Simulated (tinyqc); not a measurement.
Junction parameters from two forward currents.

Question. D(v) = J1 (exp(v/Vt) - 1) + J2 (exp(v/(2 Vt)) - 1). Find J1, J2 and the voltage 2 Vt ln(J2/J1) near which both parts are equal.

Inputs (values chosen for the exercise):
- T = 358 K (temperature)

Constants: q = 1.602176634e-19 C, kB = 1.380649e-23 J/K, Vt = kB T/q. Results are converted to the units shown.

junction voltages (V): [0.28, 0.63]
currents (uA/um): [9.1734585e-6, 0.0039489038]

Solution. The current is linear in J1 and J2, so two points give two equations.

J1 = 1.700e-12 uA/um
J2 = 9.900e-8 uA/um
crossover = 0.6770 V

Computed by the program tinyqc: `OMP_NUM_THREADS=1 python tinyqc.py 2182223 2182224 out.jsonl`, one thread of a shared Intel Xeon 2.30GHz, about 0.2 s for the whole run.
